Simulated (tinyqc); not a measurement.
Arrhenius plot: admittance spectroscopy and thermally stimulated current of one trap level in a depletion layer. Computed by tinyqc, a small Python program. Command: `OMP_NUM_THREADS=1 python tinyqc.py 3110838 3110839 out.jsonl admit walk`. One thread of a shared host (Intel(R) Xeon(R) Processor @ 2.30GHz), about 0.01 s of CPU time with the checks.

A Schottky junction on n-type material holds one donor-like electron trap; shallow donors are fully ionised and abrupt depletion edges are assumed.

Inputs (values chosen for the exercise, modelled on n-type germanium):

| quantity | value | unit |
|---|---|---|
| density-of-states mass m | 0.528 | m_0 |
| shallow doping N | 1e+15 | 1/cm^3 |
| trap depth E_t below the band | 0.285 | eV |
| capture cross section sigma | 3.3e-15 | cm^2 |
| test frequency f | 200 | Hz |

Constants: k_B = 1.380649e-23 J/K; m_0 = 9.1093837015e-31 kg; h = 6.62607015e-34 J s; k_B = 8.617333262e-05 eV/K.

Method:
- N_c = 2 (2 pi m k_B T/h^2)^(3/2), v_th = sqrt(3 k_B T/m), emission rate e_n = sigma v_th N_c exp(-E_t/(k_B T)).
- Where the level crosses the Fermi level capture equals emission, so the trap follows the signal with the rate 2 e_n; G/omega peaks at omega = 2 e_n (the correction for large N_t/N is left out).
- Solve 2 e_n(T_p) = 2 pi f.
- T_p for 0.1, 0.3, 1, 3 and 10 f; least-squares lines of ln(e_n/T^2) and of ln(e_n) against 1/(k_B T), e_n = pi f; sigma = exp(intercept)/(v_th N_c/T^2).

peak temperature T_p = 170.594 K

Peaks:

| f (Hz) | T_p (K) | 1/(k_B T) (1/eV) | ln(e_n/T^2) | ln(e_n) |
|---|---|---|---|---|
| 20 | 153.94 | 75.383 | -5.9327 | 4.1405 |
| 60 | 161.48 | 71.864 | -4.9297 | 5.2391 |
| 200 | 170.59 | 68.024 | -3.8355 | 6.4430 |
| 600 | 179.81 | 64.539 | -2.8421 | 7.5417 |
| 2000 | 191.05 | 60.740 | -1.7595 | 8.7456 |

depth from e_n/T^2 = 0.285 eV

cross section from the intercept = 3.30e-15 cm^2

depth without the T^2 = 0.31447 eV

What does the comparison show, and why?

Leaving out T^2 adds 29 meV, near 2 k_B T_p = 29 meV.

Extremes, crossings and ranges named in words are read from the listed rows.
